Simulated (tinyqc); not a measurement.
Potential step from the flux.

Problem. On one interval J = (q mu Vt/hx) [nb B(d) - na B(-d)], B(d) = d/(exp(d) - 1), d = (psi_b - psi_a)/Vt. Find psi_b - psi_a, and the step at which J would vanish.

Inputs (values chosen for the exercise):
- T = 450 K (temperature)
- mu = 1610 cm^2/(V s) (electron mobility)
- na = 5.3e15 cm^-3 (density at the left node)
- nb = 1.6e14 cm^-3 (density at the right node)
- hx = 110 nm (node spacing)

Constants: q = 1.602176634e-19 C, kB = 1.380649e-23 J/K, Vt = kB T/q. Results are converted to the units shown.

J = -8953.5353 A/cm^2

Solution. B(d) falls and B(-d) rises with d, so J falls steadily with the step and one value matches. J = 0 needs nb/na = exp(d), the Boltzmann ratio.

psi_b - psi_a = 0.0550 V
step for J = 0 = -0.136 V

tinyqc, about 0.01 s, one thread, Intel Xeon 2.30GHz (shared host): `OMP_NUM_THREADS=1 python tinyqc.py 2220122 2220123 out.jsonl`
